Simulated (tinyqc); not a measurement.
Overlap of hydrogenic dopants: pairs, impurity band and the Mott density, step by step. Values are carried at full precision from step to step, so a last printed digit may differ when a step is redone from the rounded ones.

Ry* = Ry m/eps^2, aB = a0 eps/m. For 1s orbitals a distance rho = R/aB apart, in Ry*: overlap S = exp(-rho)(1 + rho + rho^2/3), J = (2/rho)(1 - (1 + rho) exp(-2 rho)) (attraction to the other ion), Kx = 2 (1 + rho) exp(-rho) (exchange of one electron). One electron on a pair has E = -1 - (J +/- Kx)/(1 +/- S), without the repulsion 2/rho of the ions. Hopping after orthogonalisation: t = (Kx - S J)/(1 - S^2), half the splitting. Dopants on a lattice with z neighbours, n = (3 sqrt3/4)/R^3 (bcc), give a band of width B = 2 z t, as on any lattice of two interpenetrating sublattices. Valleys, central cells and disorder are left out.

Constants: Ry = 13.60569312 eV; a0 (Bohr radius) = 0.5291772105 angstrom; hbar = 6.58211957e-16 eV s.

Values chosen for the exercise (an isotropic mass and dielectric constant of the size used for acceptors in Si; shifted at random, so the results belong to these values and not to a real crystal): m = 0.414 m0 (mass); eps = 12 (dielectric constant); N = 0.0066 1/aB^3 (dopant density); rho = 3.4 aB (distance of a pair); u = 0.945 Ry* (cost of a second electron on one dopant); z = 8 (neighbours in the dopant lattice).

## Scales

Form Ry*, aB, and the density N in 1/cm^3 (1/angstrom^3 = 1e24/cm^3).

Ry* = 39.116 meV
aB = 15.338 angstrom
density = 1.829e+18 1/cm^3

## A pair with one electron

Form S, J, Kx, the two levels, t, and the total energy of the lower state with the repulsion, relative to a distant pair (-1).

S, J, Kx: 0.27544  0.58535  0.29368

levels (Ry*): even -1.68920, odd -1.40255

t = 0.14333 Ry*
energy of the pair against a distant one (negative: bound) = -0.10097 Ry*

In this host the pair is 5.2 nm long and its splitting 2t is 11.21 meV.

## The pair with two electrons (two-site Hubbard model)

t is the hopping between the two dopants. Singlet at (u - sqrt(u^2 + 16 t^2))/2 below the triplet at 0; estimate 4 t^2/u; weight of double occupancy (1 - u/sqrt(u^2 + 16 t^2))/2; swap time pi hbar/Jx with Jx the splitting in eV. t and u are in units of Ry*.

singlet-triplet splitting (meV): exact 3.135, 4 t^2/u 3.401

double occupancy = 0.0725
swap time = 0.660 ps

The estimate is 8.5 % too high at 4t/u = 0.61.

## The impurity band at this density

Form R/aB, t, B = 2 z t and N^(1/3) aB. Two estimates of the gap between the Hubbard bands: u - B (rigid bands, closing at B = u) and the Hubbard-III rule, which closes at B = (2/sqrt3) u; give B/u.

R/aB = 5.8169
t = 0.02213 Ry*

B: in Ry* 0.354, in meV 13.850

N^(1/3) aB = 0.1876
B/u = 0.375

Both rules leave a gap: an insulator at T = 0. Mott's screening rule, N^(1/3) aB = 0.26, puts this density on the insulating side.

## Checks

- Overlap S against numerical integration in elliptic coordinates: both 0.27544.

Run: tinyqc, `OMP_NUM_THREADS=1 python tinyqc.py 1482829 1482830 out.jsonl`; Intel(R) Xeon(R) Processor @ 2.30GHz, one thread, shared host; about 0.01 s of CPU time with all checks.
